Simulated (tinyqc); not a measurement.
Inside a calculation. Method: plane-wave Kohn-Sham cycle with exchange-only LDA in a layered model solid. One step of it, computed by the program tinyqc.

Task: Iteration 1: levels at that k. Diagonalise the Hermitian matrix.

H (hartree), order -2, -1, +0, +1, +2:
```
[[0.565837, -0.340000, 0.090000, 0.000000, 0.000000],
 [-0.340000, -0.035635, -0.340000, 0.090000, 0.000000],
 [0.090000, -0.340000, -0.199673, -0.340000, 0.090000],
 [0.000000, 0.090000, -0.340000, 0.073724, -0.340000],
 [0.000000, 0.000000, 0.090000, -0.340000, 0.784554]]
```

Give: eigenvalues.

Result:

eigenvalues (hartree): [-0.5622, -0.2064, 0.2092, 0.7624, 0.9859]
